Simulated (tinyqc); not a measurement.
Inside a calculation: thin (001) film in sp3s* tight binding with raised dangling bonds. Values are carried at full precision from step to step, so a last printed digit may differ when a step is redone from the rounded ones.

sp3s* tight binding, nearest neighbours only: anion (a) at 0, cation (c) at a/4 (1,1,1), orbitals s, px, py, pz, s* on each; k in units of 2 pi/a. With phases e_j = exp(i (pi/2) k.n_j) for n = (1,1,1), (1,-1,-1), (-1,1,-1), (-1,-1,1): g0 = (e1+e2+e3+e4)/4, g1 = (e1+e2-e3-e4)/4, g2 = (e1-e2+e3-e4)/4, g3 = (e1-e2-e3+e4)/4. The diagonal holds the levels Esa, Epa, Exa (s*) and Esc, Epc, Exc. Anion-cation block: <sa|sc> = Vss g0; <sa|xc> = Vsapc g1; <xa|sc> = -Vscpa g1; <xa|xc> = Vxx g0; <xa|yc> = <ya|xc> = Vxy g3, <xa|zc> = <za|xc> = Vxy g2, <ya|zc> = <za|yc> = Vxy g1; <s*a|xc> = Vxapc g1; <xa|s*c> = -Vpaxc g1; y and z take g2 and g3 in place of g1; s-s* and s*-s* vanish.

Inputs chosen for the exercise (out of a larger set: near a published set for SiC, fitted to gaps, whose masses and valley positions are rough; not measured data): p = (-8.489, 2.143, -4.789, 4.379, 9.601, 9.335, -12.521, 3.002, 5.858, 9.519, 9.233, 8.653, 4.361) eV (order Esa, Epa, Esc, Epc, Exa, Exc, Vss, Vxx, Vxy, Vsapc, Vscpa, Vxapc, Vpaxc); N = 4 (atomic planes in the small film); dl = 5 eV (shift of the dangling hybrids).

## Bulk edges along [001]

Gap at Gamma and minimum on (0,0,kz), kz from 0.5 to 1, from the bulk Ev. States at zero in-plane momentum come from this line alone.

edges (eV): Gamma 5.9604, Delta 2.3120

kz of the minimum = 1.0000 2 pi/a

## The two blocks of the small film

Planes alternate anion (a), cation (c) along [001], a/4 apart, starting with an anion; zero in-plane momentum; levels counted from the bulk Ev, the lower root of [[Epa, Vxx], [Vxx, Epc]]; no spin-orbit coupling. Block of s, pz, s*: from an anion to the cation above, Vss/2 (s,s), Vsapc/2 (s,z), -Vscpa/2 (z,s), Vxx/2 (z,z), Vxapc/2 (s*,z), -Vpaxc/2 (z,s*); to the cation below the same with the s-z and s*-z signs reversed. Block of u = (px + py)/sqrt2 and v = (px - py)/sqrt2: to the cation above (Vxx + Vxy)/2 for u and (Vxx - Vxy)/2 for v, to the cation below the reverse. Each surface atom has two dangling sp3 hybrids; raising both by dl adds (dl/2) [[1, t], [t, 1]] to its s, pz levels (t = -1 at the bottom face, +1 at the top) and dl to the one of u, v in whose plane the missing bonds lie (v for a bottom anion or a top cation, u for a top anion).

Fill them in.

s, pz, s* block (eV):
```
        sa1     za1    *a1     sc2     zc2     *c2     sa3     za3     *a3     sc4    zc4     *c4
sa1  -6.047  -2.500      0  -6.261   4.760       0       0       0       0       0      0       0
za1  -2.500   4.585      0  -4.617   1.501  -2.180       0       0       0       0      0       0
*a1       0       0  9.543       0   4.327       0       0       0       0       0      0       0
sc2  -6.261  -4.617      0  -4.847       0       0  -6.261   4.617       0       0      0       0
zc2   4.760   1.501  4.327       0   4.321       0  -4.760   1.501  -4.327       0      0       0
*c2       0  -2.180      0       0       0   9.277       0   2.180       0       0      0       0
sa3       0       0      0  -6.261  -4.760       0  -8.547       0       0  -6.261  4.760       0
za3       0       0      0   4.617   1.501   2.180       0   2.085       0  -4.617  1.501  -2.180
*a3       0       0      0       0  -4.327       0       0       0   9.543       0  4.327       0
sc4       0       0      0       0       0       0  -6.261  -4.617       0  -2.347  2.500       0
zc4       0       0      0       0       0       0   4.760   1.501   4.327   2.500  6.821       0
*c4       0       0      0       0       0       0       0  -2.180       0       0      0   9.277
```

u, v block (eV):
```
       ua1     va1     uc2     vc2     ua3     va3    uc4     vc4
ua1  2.085       0   4.430       0       0       0      0       0
va1      0   7.085       0  -1.428       0       0      0       0
uc2  4.430       0   4.321       0  -1.428       0      0       0
vc2      0  -1.428       0   4.321       0   4.430      0       0
ua3      0       0  -1.428       0   2.085       0  4.430       0
va3      0       0       0   4.430       0   2.085      0  -1.428
uc4      0       0       0       0   4.430       0  4.321       0
vc4      0       0       0       0       0  -1.428      0   9.321
```

## Levels of the small film

Diagonalise both blocks.

levels of the s, pz, s* block (eV): -17.815  -13.422  -6.468  2.151  3.706  5.009  5.496  6.642  9.657  11.275  11.733  15.705

levels of the u, v block (eV): -2.117  -1.571  -0.732  6.186  7.139  8.328  8.523  9.871

1 level lies between 0 and the bulk edge 2.312 eV: 2.151 eV.

## Checks

- Lowest conduction level of 201 planes, with the dangling hybrids shifted far away, against the bulk edge: both 2.312.

Program tinyqc; command `OMP_NUM_THREADS=1 python tinyqc.py 1480301 1480302 out.jsonl`; about 0.3 s on one thread of a shared Intel(R) Xeon(R) Processor @ 2.30GHz.
